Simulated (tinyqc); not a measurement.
## Schottky barrier on an n-type semiconductor, non-linear Poisson equation by Newton steps: Capacitance-voltage profiling

One dimension, metal at x = 0, donor density C(x) = Nd, uniform. Energies are counted from the electron Fermi level of the semiconductor and the conduction-band edge is Ec = -psi, so n = Nc exp(psi/Vt); holes follow the Fermi level of the metal, at -V, so p = Nv exp((V - psi - Eg)/Vt). Ends: psi(0) = V - phiB and psi = Vt ln(Nd/Nc) deep inside. Boltzmann statistics, full ionisation, no current, no image force in the Poisson equation.

The Poisson equation d/dx(eps0 eps_r dpsi/dx) = -q (p - n + C) is solved on a mesh of about 1000 nodes or more that ends in neutral material. C_s = q d/dV of the integral of n over x, from the linearised equation. Probed depth w = eps0 eps_r/C_s; apparent doping N_app = C_s^3/(q eps0 eps_r dC_s/dV), the derivative by central differences over +/- 0.02 V.

Values chosen for this exercise; band and dielectric values those of a made-up semiconductor: temperature T = 300 K; band gap Eg = 2.89 eV; relative permittivity eps_r = 9.55; conduction-band density of states at T Nc = 1.84e18 cm^-3; valence-band density of states at T Nv = 5.27e19 cm^-3; donor density deep in the semiconductor Nd = 7e16 cm^-3; barrier height phiB = 1.64 eV.

Constants: q = 1.602176634e-19 C, kB = 1.380649e-23 J/K, Vt = kB T/q, eps0 = 8.8541878128e-14 F/cm where lengths are in cm. Results are converted to the units shown.

The same in every row: true C(w) (cm^-3) = 7.000e16.

Capacitance-voltage profiling:

| V (V) | C_s (nF/cm^2) | w (nm) | N_app (cm^-3) | \|E_0\| (kV/cm) |
|---|---|---|---|---|
| 0 | 55.68 | 151.9 | 6.999e16 | 201.4 |
| -0.8 | 45.11 | 187.4 | 7.000e16 | 248.6 |
| -1.6 | 38.92 | 217.2 | 7.000e16 | 288.1 |
| -2.4 | 34.74 | 243.4 | 7.000e16 | 322.9 |
| -3.2 | 31.66 | 267.1 | 7.000e16 | 354.2 |
| -4 | 29.28 | 288.8 | 7.000e16 | 383.0 |
| -4.8 | 27.37 | 308.9 | 7.000e16 | 409.8 |
| -5.6 | 25.79 | 327.9 | 7.000e16 | 434.9 |
| -6.4 | 24.45 | 345.8 | 7.000e16 | 458.6 |
| -7.2 | 23.31 | 362.8 | 7.000e16 | 481.2 |
| -8 | 22.31 | 379.1 | 7.000e16 | 502.8 |

C_s falls from 55.7 to 22.3 nF/cm^2 while the probed depth goes from 152 to 379 nm. The apparent doping stays near 7.00e16 cm^-3. It departs most from the true doping at that depth for V = 0 V, where it is 0.011 % below it; so the doping is read well over the depths probed.

Program tinyqc, `OMP_NUM_THREADS=1 python tinyqc.py 2020048 2020049 out.jsonl`; Intel Xeon 2.30GHz, shared host, one thread, about 0.04 s.
